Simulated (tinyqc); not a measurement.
Elastic trap-assisted tunnelling through a dielectric: two steps of the calculation.

Emitter at x = 0 (Fermi level 0), collector at x = t (Fermi level -V), band edge U(x) = phi - F x, F = V/t. A trap at x has the energy E = U(x) - Et. With G(u) = (4/(3 F)) sqrt(mo/C) max(u, 0)^1.5, C = hbar^2/(2 m0): S1 = G(phi - E) - G(Et), S2 = G(Et) - G(phi - V - E), T1,2 = exp(-S1,2). The steady rate through one trap is nu T1 T2 (f1 - f2)/(T1 + T2), f1 = f(E), f2 = f(E + V), f(y) = 1/(1 + exp(y/Vt)); both contacts offer states at E.

Inputs (values chosen for the exercise); dielectric values close to those of silicon dioxide:
- T = 300 K (temperature)
- phi = 3.08 eV (barrier above the emitter Fermi level)
- mo = 0.51 m0 (tunnelling mass)
- t = 4.1 nm (thickness)
- Et = 2.57 eV (trap depth below the band edge of the dielectric)
- Nt = 1.8e18 cm^-3 (trap density)
- nu = 1e13 1/s (attempt frequency)
- n = 11 (points of the grid)
- V = 2.95 V (voltage)
- xa = 1.18 nm (left end of the grid)
- xb = 2.2 nm (right end of the grid)

Constants: q = 1.602176634e-19 C, kB = 1.380649e-23 J/K, hbar = 1.054571817e-34 J s, m0 = 9.1093837015e-31 kg, Vt = kB T/q, hbar^2/(2 m0) = 0.0380998212 eV nm^2. Results are converted to the units shown.

Task 1. Rate through a trap near the best position. n equally spaced x from xa to xb, where nearly all of the current flows; J = q Nt times the integral of the rate, by Simpson's rule.

Find: x; E; S1; S2; f1 - f2; rate; J.

Result 1.

```
point  x (nm)   E (eV)      S1      S2  f1 - f2  rate (1/s)
0      1.1800  -0.3390  14.929  25.756   1.0000      65.234
1      1.2820  -0.4124  16.317  25.225   1.0000      110.89
2      1.3840  -0.4858  17.719  24.657   1.0000      195.50
3      1.4860  -0.5592  19.135  24.054   1.0000      354.99
4      1.5880  -0.6326  20.566  23.418   1.0000      638.47
5      1.6900  -0.7060  22.011  22.751   1.0000      890.90
6      1.7920  -0.7794  23.471  22.054   1.0000      515.81
7      1.8940  -0.8528  24.944  21.328   1.0000      143.04
8      1.9960  -0.9261  26.431  20.575   1.0000      33.108
9      2.0980  -0.9995  27.932  19.794   1.0000      7.4012
10     2.2000  -1.0729  29.446  18.988   1.0000      1.6285
```

J = 8.6890e-6 A/cm^2

Task 2. The best-placed trap against direct tunnelling. At x = xs: E, S1, S2 and the occupation (T1 f1 + T2 f2)/(T1 + T2). Direct tunnelling at E = 0 has S = (4/(3 F)) sqrt(mo/C) [phi^1.5 - max(phi - V, 0)^1.5].

xs = 1.69 nm

Give: E; S1; S2; occupation; S of direct tunnelling.

Result 2.

E = -0.7060 eV
S1 = 22.01
S2 = 22.75
occupation = 0.6769
S of direct tunnelling = 36.33

Range of the model: Phonon-assisted (inelastic) capture, chains of traps and a spread of trap depths are left out.

Program tinyqc, `OMP_NUM_THREADS=1 python tinyqc.py 2370173 2370174 out.jsonl`; Intel Xeon 2.30GHz, shared host, one thread, about 0.05 s.
